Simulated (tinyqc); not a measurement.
Finite-size error of a charged defect in a periodic cell: Madelung and Makov-Payne terms: one step, computed by the program tinyqc.

L is the cube root of the cell volume. The defect charge is a Gaussian, rho(r) = q (2 pi sigma^2)^(-3/2) exp(-r^2/2 sigma^2), repeated periodically in a uniform neutralising background and screened by a continuum. The model cell energy is E(L) = E_0 + [periodic - isolated electrostatic energy].

Task: Madelung energy. Ewald sum for a unit point charge: scale each Cartesian component of the cell by 1/sqrt(eps_i), giving R', G' and V'; E = [ (1/2) sum erfc(eta R')/R' + (2 pi/V') sum exp(-G'^2/4 eta^2)/G'^2 - eta/sqrt(pi) - pi/(2 V' eta^2) ] e^2/(4 pi eps_0) / sqrt(eps_x eps_y eps_z), over n_i = -6..6, omitting n = (0,0,0), eta = 2/V'^(1/3). alpha = -2 E eps_g L/(e^2/(4 pi eps_0)), eps_g = (eps_x eps_y eps_z)^(1/3).

Inputs (values chosen for the exercise, with screening close to that of ZnO): charge q = 1 e; cell length L = 19.3 angstrom; dielectric constant eps = 8.22.

Supercell lattice: fcc. Screening: isotropic.

cell vectors (rows) (angstrom):
```
,1,2,3
1,0.00000,15.31842,15.31842
2,15.31842,0.00000,15.31842
3,15.31842,15.31842,0.00000
```

Constants: e^2/(4 pi eps_0) = 14.39964548 eV angstrom.

Give: terms for a unit charge; Madelung constant alpha; point-charge correction -q^2 E.

Result:

terms for a unit charge (eV): real space 0.0007, reciprocal 0.0063, self -0.1024, background -0.0356

Madelung constant alpha = 2.888

point-charge correction -q^2 E = 0.1311 eV
